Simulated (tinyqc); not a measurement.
# Read current of a NAND string, cells in series solved by shooting, step by step

Program tinyqc, `OMP_NUM_THREADS=1 python tinyqc.py 2142133 2142134 out.jsonl`; Intel Xeon 2.30GHz, shared host, one thread, about 0.3 s. Printed values are rounded.

Cells in series, numbered from 0 at the source line (0 V) to the bit line, each followed by a gap resistance Rg. A cell with gate Vg, threshold VT, source Vs and drain Vd passes I = 2 nf K Vt^2 [F(Vs) - F(Vd)]/(1 + th max(Vg - VT, 0)), F(V) = ln^2(1 + exp((Vg - VT - nf V)/(2 nf Vt))). The selected cell has Vg = Vr, the others Vg = Vp.

Parameters, values chosen for the exercise; values of the order met in vertical NAND strings:
```
symbol,value,unit,meaning
T,300,K,temperature
K,7.7,uA/V^2,gain factor of a cell
nf,2.2,,slope factor
th,0.05,1/V,mobility reduction factor
Rg,1.6,kohm,resistance of the gap between cells
Vbl,0.3,V,bit-line voltage
Vp,5.8,V,pass voltage
Vr,1.74,V,read voltage on the selected word line
```

Constants: q = 1.602176634e-19 C, kB = 1.380649e-23 J/K, Vt = kB T/q. Results are converted to the units shown.

## Step 1: node voltages for a trial current

first trial current = 0.72 uA
thresholds from the source end, cell 0 to 3 (V): 3  -1  0.5  -1

For a trial current I start at 0 V and, cell by cell (the selected one is cell 2), solve for the drain: sqrt(F(Vd)) = sqrt(F(Vs) - I/k), k = 2 nf K Vt^2/(1 + th max(Vg - VT, 0)), Vd = [Vg - VT - 2 nf Vt ln(exp(sqrt F) - 1)]/nf, then add I Rg.

node voltage after each cell and gap, trial 1, cell 0 to 3 (V): 0.0398096  0.0596857  0.160219  0.180870

## Step 2: node voltages for a trial current

second trial current = 1 uA

As before.

node voltage after each cell and gap, trial 2, cell 0 to 3 (V): 0.0556222  0.0833961  0.240909  0.270401

## Course of the secant iteration

Secant steps on the end voltage less Vbl, from the two trials; a trial above the saturation current of a cell has no solution and is moved halfway to the previous trial. Stop below 1e-9 V.

Course of the iteration:
```
iteration   I (uA)  end voltage - Vbl (V)  halvings
1          1.09257                4.68e-3         0
2          1.07993               -1.90e-4         0
3          1.08042               -1.24e-6         0
4          1.08042               3.25e-10         0
```

Converged in 4 iterations to I = 1.0804 uA. The selected cell takes 58.6 % of the bit-line voltage and the gaps together 2.30 %.
